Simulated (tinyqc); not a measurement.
# Long-channel MOSFET, surface-potential model: two studies

n-channel transistor on a uniformly doped p-type body, gradual-channel approximation, constant mobility, Boltzmann statistics, full ionisation. Potentials are counted from the neutral body; V is the electron quasi-Fermi potential, Vsb at the source and Vsb + Vds at the drain. Charges are magnitudes per area.

Parameters, values chosen for the exercise; material values close to those of silicon: temperature T = 293 K; band gap Eg = 1.11 eV; relative permittivity of the semiconductor eps_r = 11.5; conduction-band density of states at T Nc = 2.66e19 cm^-3; valence-band density of states at T Nv = 2.53e19 cm^-3; acceptor density of the body Na = 3.8e16 cm^-3; relative permittivity of the gate insulator eox = 8.92; insulator thickness tox = 8.9 nm; flat-band voltage Vfb = -0.51 V; channel mobility mu = 210 cm^2/(V s); gate width W = 1 um; gate length L = 2 um; source-body reverse bias Vsb = 1 V; gate-source voltage Vgs = 0.41 V; drain-source voltage Vds = 0.5 V.

Constants: q = 1.602176634e-19 C, kB = 1.380649e-23 J/K, Vt = kB T/q, eps0 = 8.8541878128e-14 F/cm where lengths are in cm. Results are converted to the units shown.

Each table varies one quantity; the others keep the values above.

## Output curve

ni = sqrt(Nc Nv) exp(-Eg/(2 Vt)), Eg in volts; phiF = Vt ln(Na/ni); Cox = eps0 eox/tox; gamma = sqrt(2 q eps0 eps_r Na)/Cox. The surface potential psi at channel potential V solves Vgs + Vsb - Vfb - psi = gamma sqrt(G), G = psi - Vt + Vt exp((psi - 2 phiF - V)/Vt). Charge sheet: Qi = Cox gamma [sqrt(G) - sqrt(psi - Vt)]; I = mu (W/L) [integral of Qi dpsi from psi_0 to psi_L (drift) + Vt (Qi0 - QiL) (diffusion)], with psi_0 at V = Vsb and psi_L at V = Vsb + Vds. Pao-Sah: Qi(V) = (Cox gamma/2) integral from 3 Vt to psi of exp((u - 2 phiF - V)/Vt)/sqrt(G(u, V)) du, and I = mu (W/L) integral of Qi dV from Vsb to Vsb + Vds. Square law: VT = Vfb + 2 phiF + gamma sqrt(2 phiF + Vsb), m = 1 + gamma/(2 sqrt(2 phiF + Vsb)), I = mu Cox (W/L) [(Vgs - VT) v - m v^2/2] with v the smaller of Vds and (Vgs - VT)/m, and zero below VT.

In this table Vgs = 0.74 V.

Results:

| Vds (V) | psi_L (V) | QiL (nC/cm^2) | I, charge sheet (uA) | I, Pao-Sah (uA) | I, square law (uA) |
|---|---|---|---|---|---|
| 0.05 | 1.956 | 106.6 | 0.6311 | 0.6610 | 1.286 |
| 0.1 | 1.993 | 71.49 | 1.078 | 1.130 | 2.327 |
| 0.15 | 2.027 | 40.34 | 1.358 | 1.423 | 3.125 |
| 0.2 | 2.053 | 16.46 | 1.498 | 1.569 | 3.679 |
| 0.26 | 2.067 | 2.844 | 1.549 | 1.621 | 4.022 |
| 0.36 | 2.070 | 0.06151 | 1.557 | 1.629 | 4.062 |
| 0.41 | 2.071 | 0.008511 | 1.557 | 1.629 | 4.062 |
| 0.46 | 2.071 | 0.001175 | 1.557 | 1.629 | 4.062 |

Estimate the missing row, Vds = 0.31 V.

Computed row:

| Vds (V) | psi_L (V) | QiL (nC/cm^2) | I, charge sheet (uA) | I, Pao-Sah (uA) | I, square law (uA) |
|---|---|---|---|---|---|
| 0.31 | 2.070 | 0.4381 | 1.556 | 1.628 | 4.062 |

With this row back in the table: The Pao-Sah current rises from 0.661 to 1.63 uA, while the charge at the drain end falls from 107 to 0.00118 nC/cm^2. The current first comes within 1 % of its last value at Vds = 0.26 V among the rows listed; the square law saturates at (Vgs - VT)/m = 0.289 V. Over the last two rows psi_L moves by less than 1 mV: the drain has lost hold of the surface potential, so the current no longer grows. In the last row the charge sheet is 4.4 % below Pao-Sah and the square law 2.49 times it.

## Effect of the insulator thickness

VT = Vfb + 2 phiF + gamma sqrt(2 phiF + Vsb), m = 1 + gamma/(2 sqrt(2 phiF + Vsb)). The swing is 20 mV/log10[I(VT - 0.14 V)/I(VT - 0.16 V)] of the charge-sheet current at the given Vds.

Effect of the insulator thickness:

| tox (nm) | gamma (V^0.5) | VT (V) | m | swing (mV/decade) | I at Vgs, Vds (uA) |
|---|---|---|---|---|---|
| 3 | 0.04230 | 0.3269 | 1.016 | 59.58 | 0.05782 |
| 4 | 0.05639 | 0.3457 | 1.021 | 59.90 | 0.02979 |
| 5.4 | 0.07613 | 0.3720 | 1.029 | 60.36 | 0.01153 |
| 7.3 | 0.1029 | 0.4078 | 1.039 | 60.98 | 0.003100 |
| 9.8 | 0.1382 | 0.4548 | 1.052 | 61.79 | 5.509e-4 |
| 13 | 0.1833 | 0.5150 | 1.069 | 62.83 | 6.328e-5 |
| 18 | 0.2538 | 0.6091 | 1.095 | 64.45 | 2.470e-6 |

What does the comparison show?

As tox goes from 3 to 18 nm, VT rises from 0.327 to 0.609 V, the swing rises from 59.6 to 64.4 mV a decade and the current falls from 0.0578 to 2.47e-6 uA. The swing is 0.88 % above m Vt ln 10 in the first row and 1.2 % above it in the last. The gate voltage is below VT in 3 of the 7 rows.

Computed by the program tinyqc: `OMP_NUM_THREADS=1 python tinyqc.py 2360055 2360056 out.jsonl`, one thread of a shared Intel Xeon 2.30GHz, about 0.03 s for the whole run.
